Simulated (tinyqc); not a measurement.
Raman shift of the zone-centre optical phonon of a diamond-structure crystal under stress: one step, computed by the program tinyqc.

Axes x, y, z are the cube axes. Strain shifts the threefold optical mode and can split it; p, q and r are the phonon deformation potentials.

Problem. Mean shift and Grueneisen parameter. gamma = -(p + 2q)/(6 omega_0^2); the mean of the three shifts is -gamma omega_0 x (volume strain).

Inputs (values chosen for the exercise, modelled on silicon): unstrained frequency omega_0 = 520.2 1/cm; p/omega_0^2 = -1.87; q/omega_0^2 = -2.38.

Stress state: uniaxial. Axis: [210].

volume strain = 1.725888 per mille

Give: mode Grueneisen parameter gamma; mean shift.

Solution.

mode Grueneisen parameter gamma = 1.105

mean shift = -0.9921 1/cm
